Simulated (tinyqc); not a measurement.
From results back to parameters: thin (001) film in sp3s* tight binding with raised dangling bonds. Three cases, with inputs chosen for the exercise.

Problem. The gap of a passivated film (lowest level above mid-gap less highest below, mid-gap being half the lower bulk edge) belongs to a hidden number of planes between 6 and 45.

Planes alternate anion (a), cation (c) along [001], a/4 apart, starting with an anion; zero in-plane momentum; levels counted from the bulk Ev, the lower root of [[Epa, Vxx], [Vxx, Epc]]; no spin-orbit coupling. Block of s, pz, s*: from an anion to the cation above, Vss/2 (s,s), Vsapc/2 (s,z), -Vscpa/2 (z,s), Vxx/2 (z,z), Vxapc/2 (s*,z), -Vpaxc/2 (z,s*); to the cation below the same with the s-z and s*-z signs reversed. Block of u = (px + py)/sqrt2 and v = (px - py)/sqrt2: to the cation above (Vxx + Vxy)/2 for u and (Vxx - Vxy)/2 for v, to the cation below the reverse. Each surface atom has two dangling sp3 hybrids; raising both by dl adds (dl/2) [[1, t], [t, 1]] to its s, pz levels (t = -1 at the bottom face, +1 at the top) and dl to the one of u, v in whose plane the missing bonds lie (v for a bottom anion or a top cation, u for a top anion).

Case 1.

Values chosen (out of a larger set: near a published set for Si, fitted to gaps, whose masses and valley positions are rough; not measured data): p = (-4.213, 1.721, -4.213, 1.721, 6.664, 6.664, -8.302, 1.718, 4.568, 5.733, 5.733, 5.369, 5.369) eV (order Esa, Epa, Esc, Epc, Exa, Exc, Vss, Vxx, Vxy, Vsapc, Vscpa, Vxapc, Vpaxc); dp = 30 eV (value of dl for the passivated films); a = 5.426 angstrom (lattice constant).

edges (eV): Gamma 3.4360, Delta 1.1681

gap of the film = 1.6482 eV

Case 2.

Values chosen (out of a larger set: near a published set for InAs, fitted to gaps, whose masses and valley positions are rough; not measured data): p = (-9.579, 0.913, -2.736, 3.706, 7.428, 6.782, -5.582, 1.839, 4.45, 3.059, 5.425, 3.375, 3.913) eV (order Esa, Epa, Esc, Epc, Exa, Exc, Vss, Vxx, Vxy, Vsapc, Vscpa, Vxapc, Vpaxc); dp = 30 eV (value of dl for the passivated films); a = 6.053 angstrom (lattice constant).

edges (eV): Gamma 0.3893, Delta 2.2813

gap of the film = 0.7570 eV

Case 3.

Values chosen (out of a larger set: near a published set for InAs, fitted to gaps, whose masses and valley positions are rough; not measured data): p = (-9.558, 0.905, -2.713, 3.725, 7.364, 6.718, -5.59, 1.832, 4.489, 3.057, 5.477, 3.365, 3.914) eV (order Esa, Epa, Esc, Epc, Exa, Exc, Vss, Vxx, Vxy, Vsapc, Vscpa, Vxapc, Vpaxc); dp = 30 eV (value of dl for the passivated films); a = 6.057 angstrom (lattice constant).

edges (eV): Gamma 0.4158, Delta 2.2816

gap of the film = 0.6423 eV

Find: N; thickness N a/4.

Solution.

Case 1.

N = 10
thickness N a/4 = 13.56 angstrom

Computing the films in turn gives 1.7734, 1.6482 and 1.6047 eV for N = 9, 10 and 11; no other N in the range comes within 1 meV.

Case 2.

N = 13
thickness N a/4 = 19.67 angstrom

Computing the films in turn gives 0.8267, 0.7570 and 0.7521 eV for N = 12, 13 and 14; no other N in the range comes within 1 meV.

Case 3.

N = 19
thickness N a/4 = 28.77 angstrom

Computing the films in turn gives 0.6834, 0.6423 and 0.6502 eV for N = 18, 19 and 20; no other N in the range comes within 1 meV.

Computed by tinyqc, one run a case: `OMP_NUM_THREADS=1 python tinyqc.py N N+1 out.jsonl` with N = 1481076, 1481096, 1481146; one thread of a shared Intel(R) Xeon(R) Processor @ 2.30GHz, about 0.4 s a run at most.
